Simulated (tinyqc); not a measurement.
Inside a calculation: two-band k.p model of the X valleys of a zinc-blende crystal. Values are carried at full precision from step to step, so a last printed digit may differ when a step is redone from the rounded ones.

With x = D/D0: for x < 1 the minima lie at k_m = sqrt(ml D0 (1 - x^2)/(4 c)), the hump at X has the height dE = (D0/4)(1 - x)^2 and the mass at the minimum is ml/(1 - x^2); the mass at X is ml/(1 - 1/x), negative for x < 1. For x > 1 the minimum is at X.

Constants: hbar^2/2m0 = 3.80998211 eV angstrom^2; kB = 8.617333262e-05 eV/K.

Values chosen for the exercise (of the order of those of GaP; not measured data): D = 0.373 eV (splitting of the two conduction levels at X); D0 = 0.393 eV (coupling energy); ml = 0.856 m0 (mass along the axis from remote bands); k = 0.116 1/angstrom (wave vector from X); kmax = 0.12 1/angstrom (end of the path); mt = 0.262 m0 (transverse mass); T = 300 K (temperature).

## Shape of the lower band

Give x, k_m, dE and both masses.

x = 0.9491
k_m = 0.04679 1/angstrom
dE = 0.254 meV
mass at the minimum = 8.630 m0
mass at X = -15.964 m0

The coupling wins over the splitting, so each X point carries two minima; the hump equals kT at 3 K.

## The matrix at one k

k along the valley axis, counted from X, c = hbar^2/2m0, e = c k^2/ml. H = [[e - D/2, i P k], [-i P k, e + D/2]] with P^2 = D0 c/ml, so E = e -/+ sqrt(D^2/4 + D0 e). For D = 0 (diamond lattice) the bands cross at X.

Give P, the matrix, its levels and the weight of the lower X state in the lower band.

P = 1.3226 eV angstrom

H (eV):
```
          1        2
1   -0.1266  0.1534i
2  -0.1534i   0.2464
```

levels (eV): -0.1816  0.3014

weight = 0.8861

## Dispersion along the axis

Nine points; energies of the lower band from its minimum, against a parabola about the minimum with the mass there.

Results:
```
k (1/angstrom)  lower band (meV)  parabola (meV)  gap to the upper band (eV)
0.0000                      0.25            0.97                      0.3730
0.0150                      0.20            0.45                      0.3751
0.0300                      0.09            0.12                      0.3813
0.0450                      0.00            0.00                      0.3915
0.0600                      0.10            0.08                      0.4054
0.0750                      0.55            0.35                      0.4225
0.0900                      1.56            0.82                      0.4425
0.1050                      3.30            1.50                      0.4650
0.1200                      5.96            2.37                      0.4898
```

At kmax the band lies at 6.0 meV and the parabola at 2.4 meV: far from X the curvature returns to 1/ml, so the band is steeper than the parabola of the minimum.

## Thermal masses

Thermal masses along the axis for one X point, lower band, E from the minimum, on 1601 points from -0.8 to 0.8 1/angstrom: density-of-states mass m_d = c I^2/(pi kT), I = integral of exp(-E/kT) dk; conductivity mass m_c = 2 c kT/<(dE/dk)^2> with central differences.

Give m_d, m_c and Nc = 3 x 2 (kT/(4 pi c))^(3/2) mt sqrt(m_d) for three X points; 1 angstrom^-3 = 1e24 cm^-3.

m_d = 4.835 m0
m_c = 2.613 m0
Nc = 4.337e+19 cm^-3

Two separate parabolic minima would give m_d = 4 x 8.630 = 34.519; kT/dE = 101.60.

## Checks

- Height of the hump by numerical search against the closed form (meV): both 0.254.
- Thermal masses without coupling against ml: both 0.8560.

Computed by tinyqc, a small Python program: `OMP_NUM_THREADS=1 python tinyqc.py 1880479 1880480 out.jsonl` (the numbers bound the seed that draws the inputs); one thread of a shared host (Intel(R) Xeon(R) Processor @ 2.30GHz), about 0.01 s for the whole set of steps.
